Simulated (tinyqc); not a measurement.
Hueckel theory of the pi electrons with the omega technique, for the molecule c1ccc2c(c1)cnc1ccccc12 (SMILES; centres numbered as the heavy atoms are written), step by step. One step of it, computed by the program tinyqc.

Problem. Orbitals, round 2. Diagonalise; E = alpha + x beta with beta < 0, so the largest x are filled first; degenerate levels share their electrons. P = sum n_i c_ri c_si; each orbital has its largest coefficient positive (the first on a tie).

matrix after round 1, lower triangle:
```
            1C        2C         3C        4C         5C        6C        7C        8N
1C   -0.000082
2C    1.000000  0.014499
3C    0.000000  1.000000  -0.001419
4C    0.000000  0.000000   1.000000  0.018890
5C    0.000000  0.000000   0.000000  1.000000  -0.004234
6C    1.000000  0.000000   0.000000  0.000000   1.000000  0.015405
7C    0.000000  0.000000   0.000000  0.000000   1.000000  0.000000  0.091978
8N    0.000000  0.000000   0.000000  0.000000   0.000000  0.000000  1.000000  0.348860
9C    0.000000  0.000000   0.000000  0.000000   0.000000  0.000000  0.000000  1.000000
10C   0.000000  0.000000   0.000000  0.000000   0.000000  0.000000  0.000000  0.000000
11C   0.000000  0.000000   0.000000  0.000000   0.000000  0.000000  0.000000  0.000000
12C   0.000000  0.000000   0.000000  0.000000   0.000000  0.000000  0.000000  0.000000
13C   0.000000  0.000000   0.000000  0.000000   0.000000  0.000000  0.000000  0.000000
14C   0.000000  0.000000   0.000000  1.000000   0.000000  0.000000  0.000000  0.000000

           9C        10C       11C        12C       13C        14C
9C   0.021531
10C  1.000000  -0.008144
11C  0.000000   1.000000  0.004995
12C  0.000000   0.000000  1.000000  -0.002678
13C  0.000000   0.000000  0.000000   1.000000  0.002765
14C  1.000000   0.000000  0.000000   0.000000  1.000000  -0.002365
```

pi electrons, sum of z_r less the charge = 14

Give: x values; occupations; coefficients; charge and bond-order matrix P.

Solution.

x values: 2.473  1.962  1.617  1.314  1.163  0.778  0.677  -0.521  -0.761  -1.123  -1.296  -1.436  -1.942  -2.406

occupations: 2.000  2.000  2.000  2.000  2.000  2.000  2.000  0.000  0.000  0.000  0.000  0.000  0.000  0.000

coefficients:
```
       MO1     MO2     MO3     MO4     MO5     MO6     MO7     MO8
1C   0.139   0.321  -0.152   0.425  -0.152   0.377  -0.072   0.030
2C   0.145   0.297  -0.263   0.235  -0.409   0.042   0.306   0.317
3C   0.217   0.259  -0.269  -0.119  -0.318  -0.345   0.275  -0.200
4C   0.393   0.210  -0.173  -0.392   0.039  -0.311  -0.120  -0.214
5C   0.350   0.325   0.179  -0.006   0.418  -0.186  -0.163   0.148
6C   0.199   0.332   0.017   0.323   0.232   0.251  -0.355  -0.333
7C   0.274   0.097   0.446   0.062   0.217  -0.085   0.364   0.470
8N   0.304  -0.143   0.501   0.081  -0.185   0.127   0.376  -0.436
9C   0.370  -0.328   0.189   0.016  -0.368   0.140  -0.240  -0.091
10C  0.207  -0.319  -0.014   0.323  -0.179  -0.316  -0.342   0.319
11C  0.143  -0.299  -0.211   0.411   0.159  -0.389   0.006  -0.073
12C  0.147  -0.267  -0.327   0.214   0.363   0.016   0.346  -0.281
13C  0.220  -0.226  -0.318  -0.128   0.264   0.401   0.230   0.218
14C  0.397  -0.175  -0.186  -0.383  -0.056   0.295  -0.191   0.167

        MO9    MO10    MO11    MO12    MO13    MO14
1C    0.396  -0.133  -0.372   0.263  -0.311  -0.157
2C   -0.020   0.357   0.136  -0.387   0.281   0.166
3C   -0.381  -0.274   0.194   0.299  -0.239  -0.244
4C    0.309  -0.050  -0.387  -0.041   0.183   0.420
5C   -0.177   0.370  -0.082  -0.277  -0.320  -0.358
6C   -0.282  -0.208   0.347   0.010   0.322   0.213
7C    0.107  -0.155   0.147   0.428   0.114   0.226
8N    0.086  -0.181  -0.122  -0.377   0.087  -0.206
9C   -0.202   0.422   0.053   0.244  -0.314   0.343
10C  -0.244  -0.263  -0.345  -0.018   0.330  -0.207
11C   0.386  -0.129   0.392  -0.219  -0.323   0.154
12C  -0.052   0.408  -0.164   0.333   0.299  -0.165
13C  -0.347  -0.329  -0.179  -0.259  -0.257   0.242
14C   0.317  -0.039   0.397   0.039   0.200  -0.418
```

charge and bond-order matrix P, lower triangle:
```
         1C      2C      3C      4C      5C      6C      7C      8N
1C    0.992
2C    0.622   0.993
3C    0.003   0.701   0.993
4C   -0.266   0.014   0.590   0.989
5C    0.003  -0.260  -0.002   0.541   0.992
6C    0.707   0.011  -0.345  -0.017   0.574   0.995
7C   -0.128  -0.030   0.036   0.037   0.509   0.028   0.949
8N    0.007   0.170   0.006  -0.242  -0.027  -0.194   0.767   1.125
9C    0.101  -0.014  -0.109   0.017  -0.168   0.017  -0.049   0.502
10C  -0.003  -0.061  -0.001   0.045   0.009   0.081  -0.194  -0.016
11C  -0.081   0.008   0.094  -0.009   0.101  -0.009   0.022  -0.126
12C   0.003   0.073  -0.001  -0.117  -0.006  -0.061   0.170   0.003
13C   0.093  -0.005  -0.137   0.004  -0.109   0.005  -0.009   0.037
14C  -0.003  -0.117   0.001   0.461   0.007   0.046  -0.243  -0.005

         9C     10C     11C    12C    13C    14C
9C    0.988
10C   0.576   0.997
11C   0.008   0.707   0.999
12C  -0.261   0.002   0.623  0.995
13C  -0.005  -0.345   0.002  0.702  1.001
14C   0.542  -0.002  -0.266  0.004  0.590  0.993
```
